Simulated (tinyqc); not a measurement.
# Stoner model of a band magnet at zero temperature, step by step

A worked calculation. Computed by tinyqc, a small Python program that keeps every step. Command: `OMP_NUM_THREADS=1 python tinyqc.py 3000351 3000352 out.jsonl stoner walk`. One thread of a shared host (Intel(R) Xeon(R) Processor @ 2.30GHz), about 0.01 s of CPU time with the checks. Intermediate numbers are printed to about 5 digits and carried at full precision; extremes and crossings named in words are read from the listed rows.

Five orbitals per spin share one band; u = (E - E_bottom)/W runs from 0 to 1, and the states per spin, atom and energy are g = 5 d(u)/W with d = 1 - c cos(4 pi u). N(u) is the integral of d from 0. The moment m = n_up - n_down (electrons per atom) moves the fillings to n +/- m/10; the energy is E(m) = E_band(m) - I m^2/4.

Inputs (values chosen for the exercise, for a model d band): band width W = 3.1 eV; filling n per spin orbital = 0.41; Stoner parameter I = 0.544 eV; depth c of the valley = 0.74; start moment m0 = 0.64 mu_B; largest number of steps = 600.

Density of states: two peaks.

Constants: k_B = 8.617333262e-05 eV/K.

## The paramagnetic state

Solve N(u_F) = n; g_F = 5 d(u_F)/W; the Stoner product is I g_F.

u_F = 0.35329

g_F = 1.9345 1/eV

Stoner product I g_F = 1.0524

I g_F > 1: the paramagnet is unstable.

## Fixed-moment scan

For a moment m the Fermi levels of the two spins lie W [u(n + m/10) - u(n - m/10)] =: Delta apart; gbar = m/Delta is the mean density of states between them. A solution has I gbar = 1, is stable where gbar falls with m, or sits at saturation m_max = 10 min(n, 1 - n) if I gbar > 1 there. E_band(m) = 5 W [e(n + m/10) + e(n - m/10) - 2 e(n)], e = integral of u d(u) up to the Fermi level.

Against the moment:
```
m (mu_B)  Delta (eV)  I gbar  E(m) - E(0) (meV)
0.205         0.1070  1.0423              -0.26
0.615         0.3540  0.9452              -0.06
1.230         0.9703  0.6896              51.64
1.845         1.2850  0.7811             144.62
2.460         1.5343  0.8722             218.60
3.075         1.7809  0.9393             264.93
3.690         2.0791  0.9655             289.95
4.100         2.4521  0.9096             314.15
```

I gbar runs between 0.690 and 1.042; the energy falls with m where it exceeds 1 and rises where it is below. The lowest row is m = 0.20, below the paramagnet.

## Self-consistent moment

Split the bands by Delta = I m, find the common Fermi level that keeps 10 n electrons, and read m(out) = 5 [N(u + Delta/(2W)) - N(u - Delta/(2W))], N clipped to 0 and 1. Start from m0 (at most 0.9 m_max, m_max = 10 min(n, 1 - n)); stop when m changes by less than 1e-8; moments under 1e-5 count as 0.

Iteration:
```
step  m in (mu_B)  Delta (eV)  m out (mu_B)
1         0.64000     0.34816       0.60705
2         0.60705     0.33024       0.58189
3         0.58189     0.31655       0.56207
4         0.56207     0.30576       0.54608
5         0.54608     0.29707       0.53295
...           ...         ...           ...
125       0.45038     0.24501       0.45038
126       0.45038     0.24501       0.45038
127       0.45038     0.24501       0.45038
128       0.45038     0.24501       0.45038
129       0.45038     0.24501       0.45038
```

moment m = 0.45038 mu_B

last change of m = 9.8868e-09

Both spin bands cross the Fermi level (a weak ferromagnet).

## Energy, splitting and spin polarisation

Exchange splitting = I m; P = (g_up - g_down)/(g_up + g_down) at the Fermi level, with d = 0 for a full or empty band. The Stoner temperature scale is I m/(4 k_B).

E(m) - E(0) = -0.71904 meV

exchange splitting = 0.24501 eV

spin polarisation P = -0.30643

Stoner temperature scale = 710.80 K

Minority electrons dominate at the Fermi level.

Checks made by the program: the moment against the condition I gbar = 1 (relative difference 2e-08).
